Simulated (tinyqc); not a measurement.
Inside a calculation. Method: sp3 tight binding, zinc-blende lattice. Computed by tinyqc, a small Python program that keeps every step. Command: `OMP_NUM_THREADS=1 python tinyqc.py 25515 25516 out.jsonl` (the two numbers bound the seeds that draw the settings). One thread of a shared host (Intel(R) Xeon(R) Processor @ 2.60GHz), about 0.01 s of CPU time with the checks.

## Bloch Hamiltonian at k

Parameters chosen for this model: zinc-blende lattice, anion at 0, cation at a/4 (1,1,1); V = eta hbar^2 / (m d^2), hbar^2/m = 7.619964 eV angstrom^2:
```
parameter,value,unit
a,4.810000,angstrom
d,2.082791,angstrom
Es anion,-13.630000,eV
Ep anion,-7.560000,eV
Es cation,-13.630000,eV
Ep cation,-7.560000,eV
eta ss,-1.400000,
eta sp,1.890000,
eta pp sigma,3.230000,
eta pp pi,-0.680000,
V ss,-2.459176,eV
V sp,3.319887,eV
V pp sigma,5.673669,eV
V pp pi,-1.194457,eV
```

k point k (2 pi / a): -0.78000  0.21000  -0.59000

Slater-Koster rules over the four bonds with direction cosines (l, m, n): ss V_ss; s-px l V_sp; px-s -l V_sp; px-px l^2 V_pps + (1 - l^2) V_ppp; px-py l m (V_pps - V_ppp); each times exp(i k.d).

H(k) at k (eV):
```
,a s,a px,a py,a pz,c s,c px,c py,c pz
a s,-13.63000,0.00000,0.00000,0.00000,-1.89277+2.39738i,0.67273-4.09773i,-5.45766+0.50510i,1.40297-1.96488i
a px,0.00000,-7.56000,0.00000,0.00000,-0.67273+4.09773i,0.84274-1.06741i,1.67572-2.34687i,-6.51870+0.60330i
a py,0.00000,0.00000,-7.56000,0.00000,5.45766-0.50510i,1.67572-2.34687i,0.84274-1.06741i,0.80351-4.89437i
a pz,0.00000,0.00000,0.00000,-7.56000,-1.40297+1.96488i,-6.51870+0.60330i,0.80351-4.89437i,0.84274-1.06741i
c s,-1.89277-2.39738i,-0.67273-4.09773i,5.45766+0.50510i,-1.40297-1.96488i,-13.63000,0.00000,0.00000,0.00000
c px,0.67273+4.09773i,0.84274+1.06741i,1.67572+2.34687i,-6.51870-0.60330i,0.00000,-7.56000,0.00000,0.00000
c py,-5.45766-0.50510i,1.67572+2.34687i,0.84274+1.06741i,0.80351+4.89437i,0.00000,0.00000,-7.56000,0.00000
c pz,1.40297+1.96488i,-6.51870-0.60330i,0.80351+4.89437i,0.84274+1.06741i,0.00000,0.00000,0.00000,-7.56000
```

## Levels at k

Diagonalise the Hermitian matrix.

eigenvalues (eV): -20.09424  -18.42035  -16.09082  -15.51372  -3.38048  -1.41482  0.42443  1.87000

weights |c|^2 of the basis functions:
```
,band 1,band 2,band 3,band 4,band 5,band 6,band 7,band 8
a s,0.40794,0.18833,0.06238,0.00175,0.24820,0.08017,0.00105,0.01019
a px,0.02226,0.11634,0.16149,0.14660,0.08413,0.13980,0.15959,0.16979
a py,0.05782,0.09575,0.18942,0.05930,0.15829,0.27270,0.03953,0.12718
a pz,0.01198,0.09959,0.08670,0.29235,0.00937,0.00733,0.29983,0.19284
c s,0.40794,0.18833,0.06238,0.00175,0.24820,0.08017,0.00105,0.01019
c px,0.02226,0.11634,0.16149,0.14660,0.08413,0.13980,0.15959,0.16979
c py,0.05782,0.09575,0.18942,0.05930,0.15829,0.27270,0.03953,0.12718
c pz,0.01198,0.09959,0.08670,0.29235,0.00937,0.00733,0.29983,0.19284
```

## Bloch Hamiltonian at G

k point G (2 pi / a): 0  0  0

As before.

H(k) at G (eV):
```
,a s,a px,a py,a pz,c s,c px,c py,c pz
a s,-13.63000,0.00000,0.00000,0.00000,-9.83670,0.00000,0.00000,0.00000
a px,0.00000,-7.56000,0.00000,0.00000,0.00000,4.37967,0.00000,0.00000
a py,0.00000,0.00000,-7.56000,0.00000,0.00000,0.00000,4.37967,0.00000
a pz,0.00000,0.00000,0.00000,-7.56000,0.00000,0.00000,0.00000,4.37967
c s,-9.83670,0.00000,0.00000,0.00000,-13.63000,0.00000,0.00000,0.00000
c px,0.00000,4.37967,0.00000,0.00000,0.00000,-7.56000,0.00000,0.00000
c py,0.00000,0.00000,4.37967,0.00000,0.00000,0.00000,-7.56000,0.00000
c pz,0.00000,0.00000,0.00000,4.37967,0.00000,0.00000,0.00000,-7.56000
```

## Levels at G

As before.

eigenvalues (eV): -23.46670  -11.93967  -11.93967  -11.93967  -3.79330  -3.18033  -3.18033  -3.18033

## Bands along a path

The same steps at evenly spaced points between the labelled ones.

Bands along the path (eV):
```
k,band 1,band 2,band 3,band 4,band 5,band 6,band 7,band 8
L,-20.73687,-18.86832,-14.32859,-14.32859,-4.37099,-0.79141,-0.79141,1.59618
L-G 0.33,-21.92627,-16.92596,-13.81745,-13.81745,-4.18540,-1.30255,-1.30255,0.65763
L-G 0.67,-23.05909,-13.82104,-12.64327,-12.64327,-3.83695,-2.47673,-2.47673,-1.66292
G,-23.46670,-11.93967,-11.93967,-11.93967,-3.79330,-3.18033,-3.18033,-3.18033
G-X 0.33,-22.91626,-13.50568,-13.50568,-13.17525,-3.28882,-2.99967,-1.61432,-1.61432
G-X 0.67,-21.31355,-15.89078,-15.78741,-15.78741,-2.60497,-2.57071,0.66741,0.66741
X,-18.84081,-18.84081,-16.71750,-16.71750,-2.34919,-2.34919,1.59750,1.59750
X-W 0.33,-18.84081,-18.84081,-16.71750,-16.71750,-2.34919,-2.34919,1.59750,1.59750
X-W 0.67,-18.84081,-18.84081,-16.71750,-16.71750,-2.34919,-2.34919,1.59750,1.59750
W,-18.84081,-18.84081,-16.71750,-16.71750,-2.34919,-2.34919,1.59750,1.59750
```

With 4 band(s) filled, the highest filled level on these points lies at G and the lowest empty one at L: a gap of 7.5687 eV, indirect.
